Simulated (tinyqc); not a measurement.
Grain-boundary trapping model (Seto) of a polycrystalline semiconductor film: one step, computed by the program tinyqc.

Grains of equal size L are joined by thin boundaries with one trap level. Trapped carriers deplete a width W on each side and raise a barrier, crossed by thermionic emission. Dopants are fully ionised, statistics are non-degenerate and mu_g does not depend on T.

Task: Critical doping. If all traps fill, the grain is just depleted at N* = Q_t/L, with the barrier e Q_t L/(8 eps eps_0).

Inputs (values chosen for the exercise, modelled on polycrystalline SiGe): permittivity eps = 13.5; grain size L = 67 nm; trap density Q_t = 5.4e+11 1/cm^2.

Grain interior: resistance included.

Constants: e = 1.602176634e-19 C; eps_0 = 8.8541878128e-12 F/m; k_B = 8.617333262e-05 eV/K.

Give: N*; barrier at N* with all traps filled.

Result:

N* = 8.0597e+16 1/cm^3

barrier at N* with all traps filled = 0.060619 V
